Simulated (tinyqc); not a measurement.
Inside a calculation. Model: trap-assisted generation and recombination current of an abrupt junction. Computed by tinyqc, a small Python program that keeps every step. Command: `OMP_NUM_THREADS=1 python tinyqc.py 3016088 3016089 out.jsonl junctionleak walk`. One thread of a shared host (Intel(R) Xeon(R) Processor @ 2.30GHz), about 0.01 s of CPU time with the checks. Intermediate numbers are printed to about 6 digits and carried at full precision; extremes and crossings named in words are read from the listed rows.

Depletion approximation, flat quasi-Fermi levels across the depleted layer, long neutral regions with minority lifetimes tau_n and tau_p, full ionisation and Boltzmann statistics. Voltages in exponents stand for e V.

Inputs (values chosen for the exercise, for a model semiconductor):
```
quantity                              value    unit
gap E_g                                1.23      eV
electron mass m_e                     0.317     m_0
valleys M_c                               6       -
hole mass m_h                          1.02     m_0
dielectric constant eps                12.1       -
acceptor density N_A                2.1e+16   cm^-3
donor density N_D                   1.8e+17   cm^-3
capture time tau_n                  2.5e-05       s
capture time tau_p                  2.4e-05       s
trap level E_t - E_i                  0.052      eV
electron diffusion coefficient D_n       52  cm^2/s
hole diffusion coefficient D_p          8.8  cm^2/s
forward bias V                         0.49       V
reverse bias V_r                        2.8       V
temperature T                           300       K
tunnelling mass m_t                    0.26     m_0
```

Field enhancement: Hurkx tunnelling factor.

Constants: k_B = 8.617333262e-05 eV/K; m_0 = 9.1093837015e-31 kg; k_B = 1.380649e-23 J/K; h = 6.62607015e-34 J s; e = 1.602176634e-19 C; eps_0 = 8.8541878128e-12 F/m; hbar = 1.054571817e-34 J s.

## Built-in voltage and diffusion current

N_c = 2 M_c (2 pi m_e k_B T/h^2)^(3/2) and N_v = 2 (2 pi m_h k_B T/h^2)^(3/2), masses in units of m_0. n_i = sqrt(N_c N_v) exp(-E_g/2 k_B T); V_bi = (k_B T/e) ln(N_A N_D/n_i^2); diffusion saturation current J_d0 = e n_i^2 [sqrt(D_n/tau_n)/N_A + sqrt(D_p/tau_p)/N_D].

k_B T = 0.0258520 eV

n_i = 1.22842e+09 cm^-3

V_bi = 0.916635 V

J_d0 = 1.74175e-14 A/cm^2

## Depleted layer under reverse bias

W = sqrt(2 eps eps_0 (V_bi - V)(1/N_A + 1/N_D)/e), x_p = W N_D/(N_A + N_D), x_n = W - x_p, peak field F_m = 2 (V_bi - V)/W; reverse bias means V = -V_r.

W = 514.108 nm

x_p = 460.395 nm

x_n = 53.7127 nm

peak field F_m = 144586 V/cm

## Field enhancement at the peak field

Both capture times are divided by 1 + Gamma, Gamma = 2 sqrt(3 pi) (F/F_G) exp((F/F_G)^2), F_G = sqrt(24 m_t (k_B T)^3)/(e hbar) (the low-field Hurkx form), F being the local field, linear in x from 0 at the edges to F_m.

F_G = 376147 V/cm

Gamma at F_m = 2.73592

## Generation across the layer

Potential from the p edge: phi = (V_bi - V) x^2/(x_p W) on the p side and (V_bi - V)[1 - (W - x)^2/(x_n W)] on the n side; p = N_A exp(-phi/k_B T), n = n_i^2 exp(V/k_B T)/p; U = (n p - n_i^2)/[tau_p (n + n_i exp(dE/k_B T)) + tau_n (p + n_i exp(-dE/k_B T))], dE = E_t - E_i, n1 = n_i exp(dE/k_B T), p1 = n_i exp(-dE/k_B T); J_t = e int U dx by the trapezoid rule on 400 intervals on each side.

Profile under reverse bias:
```
x (nm)   F (V/cm)    n (cm^-3)    p (cm^-3)  generation -U (cm^-3 s^-1)
23.020       7229  9.08508e-46  1.52207e+16                 4.43383e+06
69.059      21688  1.19288e-44  1.15922e+15                 7.05646e+07
138.118     43376  7.09184e-41  1.94987e+11                 5.08274e+11
230.197     72293  6.26494e-32  2.20723e+02                 1.49546e+13
322.276    101210  1.64495e-18  8.40641e-12                 1.86634e+13
414.355    130127  1.28372e+00  1.07720e-29                 2.28183e+13
460.395    144586  5.39551e+10  2.56290e-40                 3.71042e+12
476.374    101572  1.08646e+14  1.27277e-43                 1.61068e+09
497.859     43737  4.55360e+16  3.03675e-46                 2.38000e+06
511.288      7591  1.72700e+17  8.00703e-47                 4.09204e+05
```

## Reverse current

Generation lifetime tau_g = tau_p exp(dE/k_B T) + tau_n exp(-dE/k_B T); textbook estimate e n_i W/tau_g; generation current J_g = -J_t; total = J_g + J_d0 (1 - exp(-V_r/k_B T)).

generation current = 8.79616e-11 A/cm^2

tau_g = 1.82724e-04 s

estimate e n_i W/tau_g = 5.53751e-11 A/cm^2

total reverse current = 8.79790e-11 A/cm^2

The integral is 1.59 times the estimate, through the field enhancement. Generation carries 100.0 % of the reverse current.

## Forward current and ideality

Total J = J_t + J_d0 (exp(V/k_B T) - 1); ideality n = (e/k_B T) dV/d ln J, central difference of 1 mV.

recombination current in the layer = 1.97447e-07 A/cm^2

total forward current = 3.16654e-06 A/cm^2

ideality factor = 1.03056

## Which current rules in forward bias

J_d = J_d0 (exp(V/k_B T) - 1). Ideality n = (e/k_B T) dV/d ln J, central difference of 1 mV. The rows stop just below the bias where n = 0.1 p or tau_p n = 0.1 tau_n p at the p edge, or the like at the n edge.

Forward characteristic:
```
V (V)  J_t (A/cm^2)  J_d (A/cm^2)  ideality of J_t  ideality of the sum
0.16    2.47174e-10   8.47179e-12          1.78949              1.74366
0.25    1.59294e-09   2.75914e-10          1.91704              1.68841
0.34    9.67537e-09   8.96877e-09          1.93428              1.33450
0.43    5.87690e-08   2.91519e-07          1.92259              1.08756
0.52    3.63494e-07   9.47547e-06          1.89596              1.01777
0.61    2.32850e-06   3.07988e-04          1.84915              1.00346
0.71    1.96745e-05   1.47387e-02          1.77714              1.00058
0.80    1.36610e-04   4.79064e-01          1.91822              1.00014
```

Diffusion overtakes recombination between 0.34 and 0.43 V, and the ideality of the sum goes from 1.74 to 1.00. The ideality of J_t alone lies between 1.78 and 1.93; it stays below 2 because the zone where n and p are alike widens as the field falls, and at the lowest bias the terms in n1 and p1 lower it too.

## Leakage against temperature

The gap, capture times and diffusion coefficients are held fixed. J_g = -J_t at V = -V_r. The last column is -k_B d ln(J_g + J_d0)/d(1/T) from this row and the one above.

Reverse current:
```
T (K)  generation (A/cm^2)  diffusion (A/cm^2)  activation energy (eV)
240            1.32783e-13         6.08811e-20                       -
270            4.85182e-12         6.42412e-17                0.669787
300            8.79616e-11         1.74175e-14                0.674209
340            1.93065e-09         6.83928e-12                0.679453
380            2.25194e-08         7.92678e-10                0.692392
420            1.66962e-07         3.82921e-08                0.747929
480            1.84478e-06         3.99949e-06                0.969668
```

The activation energy goes from 0.670 to 0.970 eV. Generation alone gives about E_g/2 + dE if tau_p exp(dE/k_B T) exceeds tau_n exp(-dE/k_B T), else E_g/2 - dE, here 0.667 eV, plus 1.5 k_B T, less where tunnelling helps, and diffusion E_g = 1.23 eV plus 3 k_B T; diffusion takes over by 480 K.

Checks made by the program: the integral with twice the points (relative difference 3e-05); the forward integral with twice the points (relative difference 9e-08).
